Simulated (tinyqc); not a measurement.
## Hexagonal on-chip spiral inductor, lumped pi model: quality factor against frequency

Outer diameter do = di + 2 n wd + 2 (n - 1) sp, mean da = (do + di)/2, fill p = (do - di)/(do + di), length l = 3.464 n da. L = 2.33 mu0 n^2 da/(1 + 3.82 p), mu0 = 4 pi 1e-7 H/m. Rs = rho l/(wd delta (1 - exp(-th/delta))), delta = sqrt(rho/(pi f mu0)). Cs = n wd^2 eps0 eo/hu across the coil. At each end Cox = l wd eps0 eo/(2 ho) leads to the substrate branch Rsi = 2 rs he/(l wd) in parallel with Csi = l wd eps0 11.7/(2 he). With one end grounded Y = 1/(Rs + i w L) + i w Cs + 1/[1/(i w Cox) + 1/(1/Rsi + i w Csi)], w = 2 pi f; Q = -Im Y/Re Y. Eddy currents in neighbouring turns and in the substrate are left out.

Apparent inductance Im(1/Y)/w; share of the loss Re(substrate branch)/Re Y.

Parameters, values chosen for the exercise; values of the order met in silicon radio-frequency processes: number of turns n = 2.5; line width wd = 10 um; space between turns sp = 1.5 um; inner diameter di = 80 um; metal thickness th = 2 um; metal resistivity rho = 1.9 uohm cm; oxide below the coil ho = 8.2 um; oxide between coil and underpass hu = 0.6 um; relative permittivity of the oxide eo = 3; substrate resistivity rs = 10 ohm cm; effective spreading depth in the substrate he = 30 um.

Constants: eps0 = 8.8541878128e-12 F/m. Results are converted to the units shown.

Quality factor against frequency:
```
f (GHz)  Rs (ohm)  w L/Rs       Q  apparent inductance (nH)  loss in the substrate (%)
0.61       1.2334  3.0949  3.0935                   0.99631                  0.0027854
0.99       1.3422  4.6157  4.6101                   0.99691                   0.016672
1.6        1.4868  6.7345  6.7100                   0.99847                   0.097741
2.7        1.7024  9.9252  9.7898                    1.0031                    0.63458
4.3        1.9647  13.696  13.053                    1.0136                     2.9644
7.1        2.3505  18.903  15.884                    1.0422                     11.969
12         2.9102  25.804  15.252                    1.1278                     32.885
19         3.5735  33.273  10.733                    1.3781                     55.018
31         4.5069  43.044  3.0371                    3.3148                     73.986
```

Q goes from 3.09 through a maximum of 15.9 (at f = 7.1 GHz among the rows listed) to 3.04; the exact peak is 16.2 at 8.69 GHz and Q reaches zero at the self-resonance, 36.4 GHz. The share of the substrate rises from 0.00279 to 74.0 %, and the apparent inductance ends at 3.33 times L. At the peak the substrate takes 18.7 % of the loss. For f = 31 the coil is longer than 0.15 of a wavelength in the oxide, where one lumped section is rough.

Computed by the program tinyqc: `OMP_NUM_THREADS=1 python tinyqc.py 2302016 2302017 out.jsonl`, one thread of a shared Intel Xeon 2.30GHz, about 0.01 s for the whole run.
